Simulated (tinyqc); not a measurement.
Bandgap voltage reference from two bipolar transistors: effect of the temperature coefficient of both resistors.

Two transistors of area 1 and N carry the same current I. Is(T) = Is (T/T0)^eta exp[(Vg0 q/kB)(1/T0 - 1/T)], VBE1 = Vt ln(I/Is(T)) + I rb, VBE2 = Vt ln(I/(N Is(T))) + I rb/N. The amplifier forces I R1(T) = VBE1 - VBE2 + Vos, with R(T) = R (1 + tc (T - T0)) for both resistors, and the output is Vref = VBE1 + I R2(T). Base currents and the Early effect are neglected.

Vt = kB T/q; I = (Vt ln N + Vos)/(R1(T) - rb (1 - 1/N)). Box coefficient: span of Vref between 233 and 398 K over its average over T and over 165 K. The last column is the R2 that gives zero slope at T0.

Parameters, values chosen for the exercise; values of the order met in silicon bipolar transistors:
```
symbol    value  unit                                                   meaning
T0          298     K                                     reference temperature
Vg0       1.202     V                      band-gap voltage extrapolated to 0 K
eta         4.2                  temperature exponent of the saturation current
Is      1.4e-16     A           saturation current of the unit transistor at T0
N             8                             area ratio of the second transistor
R1           15  kohm  resistor across which the difference of VBE falls, at T0
Vos           0    mV                                   offset of the amplifier
rb           13   ohm                  series resistance of the unit transistor
R2        201.8  kohm                                     output resistor at T0
```

Constants: q = 1.602176634e-19 C, kB = 1.380649e-23 J/K. Results are converted to the units shown.

Effect of the temperature coefficient of both resistors:

| tc (ppm/K) | I at T0 (uA) | Vref at T0 (V) | slope at T0 (uV/K) | box coefficient (ppm/K) | R2 for zero slope (kohm) |
|---|---|---|---|---|---|
| -2000 | 3.563 | 1.334 | 220.7 | 163.3 | 183.3 |
| -1000 | 3.563 | 1.334 | 194.4 | 139.0 | 185.5 |
| 0 | 3.563 | 1.334 | 168.1 | 116.4 | 187.7 |
| 1000 | 3.563 | 1.334 | 141.8 | 95.06 | 189.9 |
| 2000 | 3.563 | 1.334 | 115.5 | 74.53 | 192.1 |
| 3000 | 3.563 | 1.334 | 89.24 | 55.15 | 194.3 |

As tc goes from -2000 to 3000, Vref stays at 1.334 V and the box coefficient falls from 163 to 55.1 ppm/K.

Computed by the program tinyqc: `OMP_NUM_THREADS=1 python tinyqc.py 2062094 2062095 out.jsonl`, one thread of a shared Intel Xeon 2.30GHz, about 0.03 s for the whole run.
